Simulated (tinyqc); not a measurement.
Heavy doping: gap narrowing, degeneracy and the minority density: one step. Product and minority density. Two cases, with inputs chosen for the exercise.

Task: Combine both effects.

Majority: N = Nc F_1/2(eta), eta the distance of EF beyond the majority band edge in kT. Degeneracy factor gam = F_1/2(eta)/exp(eta). ni0^2 = Nc Nv exp(-Eg/kT); product n p = ni0^2 gam exp(dEg/kT), dEg the true narrowing; apparent narrowing dEa = dEg + kT ln gam; minority density = n p/N.

Constants: kB = 8.617333262e-05 eV/K.

Give: ni0; exp(dEg/kT); dEa; sqrt(n p); minority density.

Case 1.

Values chosen (gap and densities of states near those of Si at this temperature; narrowing constants near the fits for Si; not measured data): N = 5.8e+18 1/cm^3 (ionised donors, equal to the majority density); Eg = 1.137 eV (gap); Nc = 2.08e+19 1/cm^3 (conduction-band density of states); Nv = 8.6e+18 1/cm^3 (valence-band density of states); T = 250 K.

dEg (empirical fit) = 48.6938 meV
gam = 0.906463

Result:

ni0 = 4.63e+07 1/cm^3
exp(dEg/kT) = 9.59
dEa = 46.6 meV
sqrt(n p) = 1.37e+08 1/cm^3
minority density = 0.00322 1/cm^3

Narrowing multiplies the product by 9.59 and degeneracy by 0.906; together they change the minority density by a factor 8.69 against ni0^2/N.

Case 2.

Values chosen (gap and densities of states near those of Si at this temperature; narrowing constants near the fits for Si; not measured data): N = 1.5e+18 1/cm^3 (ionised donors, equal to the majority density); Eg = 1.114 eV (gap); Nc = 2.85e+19 1/cm^3 (conduction-band density of states); Nv = 1.17e+19 1/cm^3 (valence-band density of states); T = 300 K.

dEg (empirical fit) = 34.0423 meV
gam = 0.981577

Result:

ni0 = 8.02e+09 1/cm^3
exp(dEg/kT) = 3.73
dEa = 33.6 meV
sqrt(n p) = 1.54e+10 1/cm^3
minority density = 157 1/cm^3

Narrowing multiplies the product by 3.73 and degeneracy by 0.982; together they change the minority density by a factor 3.66 against ni0^2/N.

Computed by tinyqc, one run a case: `OMP_NUM_THREADS=1 python tinyqc.py N N+1 out.jsonl` with N = 1682625, 1682719; one thread of a shared Intel(R) Xeon(R) Processor @ 2.30GHz, about 0.01 s a run at most.
